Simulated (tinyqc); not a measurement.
# A spin-degenerate level with charging energy between two leads, rate equations: effect of unequal tunnel rates

States 0, up, down and 2 with energies 0, e1 - Ez/2, e1 + Ez/2 and 2 e1 + U. mu_L = +V/2, mu_R = -V/2 (meV), f(x) = 1/(1 + exp(x/kB T)). A transition that adds one electron of given spin at the energy E has the rate G f(E - mu) from each lead, and its reverse G [1 - f(E - mu)]. I counts electrons leaving the left lead, times q.

Here e1 = 1.55 meV, Ez = 0 and V = +/- 9.3 mV, so that only the 0-1 transitions lie in the window. Transition energies: 0-up e1 - Ez/2, 0-down e1 + Ez/2, up-2 e1 + U + Ez/2, down-2 e1 + U - Ez/2. dp/dt = W p; W_ji is the rate from state i to j, and each column sums to zero. Steady state: W p = 0 with sum p = 1. I = q GL sum over transitions i-j of [fL p_i - (1 - fL) p_j].

Inputs (values chosen for the exercise): charging energy of the second electron U = 6.2 meV; tunnel rate to the left lead GL = 1.2 1/ns; temperature T = 3.1 K.

Constants: q = 1.602176634e-19 C, kB = 1.380649e-23 J/K, Vt = kB T/q. Results are converted to the units shown.

Result of one run:

| GR (1/ns) | I at +V (pA) | I at -V (pA) | \|I(+V)/I(-V)\| | (GL + 2 GR)/(2 GL + GR) |
|---|---|---|---|---|
| 1.2 | 128.2 | -128.2 | 1.000 | 1.000 |

What becomes of these results when the tunnel rate to the right lead GR is changed from 1.2 to 0.17 1/ns, all else the same?

Result of the changed run:

| GR (1/ns) | I at +V (pA) | I at -V (pA) | \|I(+V)/I(-V)\| | (GL + 2 GR)/(2 GL + GR) |
|---|---|---|---|---|
| 0.17 | 25.44 | -42.45 | 0.5992 | 0.5992 |

The whole series:

| GR (1/ns) | I at +V (pA) | I at -V (pA) | \|I(+V)/I(-V)\| | (GL + 2 GR)/(2 GL + GR) |
|---|---|---|---|---|
| 0.064 | 9.988 | -18.53 | 0.5390 | 0.5390 |
| 0.17 | 25.44 | -42.45 | 0.5992 | 0.5992 |
| 0.44 | 59.57 | -81.34 | 0.7324 | 0.7324 |
| 1.2 | 128.2 | -128.2 | 1.000 | 1.000 |
| 3 | 213.6 | -160.2 | 1.333 | 1.333 |
| 8 | 295.8 | -178.8 | 1.654 | 1.654 |
| 21 | 345.1 | -186.9 | 1.846 | 1.846 |

The ratio of the two currents rises from 0.539 to 1.85 and agrees with the last column to better than 0.01 %. An empty dot can be filled with either spin but a filled one empties in one way, so I = 2 q G_in G_out/(2 G_in + G_out): the current is larger when the slower junction is the entrance.

Range of the model: Rate equations need hbar G well below kB T; cotunnelling and the Kondo effect are left out.

Numbers from tinyqc (`OMP_NUM_THREADS=1 python tinyqc.py 2780122 2780123 out.jsonl`; about 0.01 s on one thread of a shared Intel Xeon 2.30GHz).
